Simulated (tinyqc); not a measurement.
Standing waves and exposure in a photoresist film: one step. Round trip and reflectance. Five cases, with inputs chosen for the exercise.

Task: Form p^2, the denominator and R; the period of the standing wave is lam/(2 n1).

Normal incidence from air. Unexposed resist: N1 = n1 + i k1 with k1 = (A + B) lam/(4 pi), lam in micrometres. r01 = (1 - N1)/(1 + N1), t01 = 2/(1 + N1). Below the resist lie the layer Na = na + i ka and the substrate Ns = ns + i ks: r12 = (r1a + ras x)/(1 + r1a ras x), x = exp(4 pi i Na da/lam), r1a = (N1 - Na)/(N1 + Na), ras = (Na - Ns)/(Na + Ns). With p = exp(2 pi i N1 d/lam), the field at depth z is E(z) = t01 [exp(2 pi i N1 z/lam) + r12 p^2 exp(-2 pi i N1 z/lam)]/(1 + r01 r12 p^2), the relative intensity I(z) = n1 |E(z)|^2 and the reflectance R = |(r01 + r12 p^2)/(1 + r01 r12 p^2)|^2.

Case 1.

Values chosen (out of a larger set: a resist on Si, indices near tabulated ones; not measured data): d = 648 nm (resist thickness); lam = 365 nm (vacuum wavelength).

N1 = 1.7280000+0.0249794i
r01 = -0.266924-0.006713i
r12 = 0.015546-0.569165i

Case 2.

Values chosen (out of a larger set: a resist on Cu, indices near tabulated ones; not measured data): d = 433 nm (resist thickness); lam = 248 nm (vacuum wavelength).

N1 = 1.7590000+0.0226955i
r01 = -0.275149-0.005963i
r12 = 0.186548-0.043919i

Case 3.

Values chosen (out of a larger set: a resist on Si, indices near tabulated ones; not measured data): d = 154 nm (resist thickness); lam = 193 nm (vacuum wavelength).

N1 = 1.6900000+0.0109045i
r01 = -0.256518-0.003014i
r12 = -0.301509-0.068401i

Case 4.

Values chosen (out of a larger set: a resist on Cu, indices near tabulated ones; not measured data): d = 771 nm (resist thickness); lam = 365 nm (vacuum wavelength).

N1 = 1.6740000+0.0206225i
r01 = -0.252101-0.005768i
r12 = 0.296050-0.241255i

Case 5.

Values chosen (out of a larger set: a resist on Cu, indices near tabulated ones; not measured data): d = 524 nm (resist thickness); lam = 248 nm (vacuum wavelength).

N1 = 1.7260000+0.0108544i
r01 = -0.266336-0.002921i
r12 = -0.101892-0.178258i

Give: p^2; 1 + r01 r12 p^2; R; period.

Result:

Case 1.

p^2 = 0.3772+0.4310i
1 + r01 r12 p^2 = 0.9316+0.0538i
R = 0.0532
period = 105.61 nm

The film holds 6.14 periods.

Case 2.

p^2 = 0.3806+0.4739i
1 + r01 r12 p^2 = 0.9752-0.0203i
R = 0.0399
period = 70.49 nm

The film holds 6.14 periods.

Case 3.

p^2 = -0.2931-0.8472i
1 + r01 r12 p^2 = 0.9930-0.0708i
R = 0.1265
period = 57.10 nm

The film holds 2.70 periods.

Case 4.

p^2 = 0.5201+0.2531i
1 + r01 r12 p^2 = 0.9455+0.0115i
R = 0.0051
period = 109.02 nm

The film holds 7.07 periods.

Case 5.

p^2 = -0.2034+0.7215i
1 + r01 r12 p^2 = 0.9601+0.0095i
R = 0.0166
period = 71.84 nm

The film holds 7.29 periods.

Computed by tinyqc, one run a case: `OMP_NUM_THREADS=1 python tinyqc.py N N+1 out.jsonl` with N = 1650051, 1650476, 1650548, 1650573, 1650677; one thread of a shared Intel(R) Xeon(R) Processor @ 2.30GHz, about 0.01 s a run at most.
